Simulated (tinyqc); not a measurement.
Sputter depth profiling of a dopant layer: erosion rate, quantification and the mixing-roughness response: one step, computed by the program tinyqc.

A rastered ion beam erodes silicon (49.94 atoms per nm^3). The measured profile is the true one convolved with a depth response.

Task: Moments. Convolution adds means and variances: the response has mean 0 (shift -w plus exponential mean w) and variance w^2 + sigma^2; a box adds the mean b/2 and the variance b^2/12.

Inputs (values chosen for the exercise, modelled on a dopant in silicon under an oxygen or caesium beam): roughness sigma = 1.3 nm; depth of the top edge z0 = 41 nm; box width b = 19 nm.

True profile: box.

mixing length w = 3.389985 nm

depth of the maximum = 53.62445 nm

Give: centroid; standard deviation; maximum minus centroid.

Result:

centroid = 50.5 nm

standard deviation = 6.578 nm

maximum minus centroid = 3.124 nm

The centroid stays at the true position while the maximum lies deeper, so depth is read from the centroid.
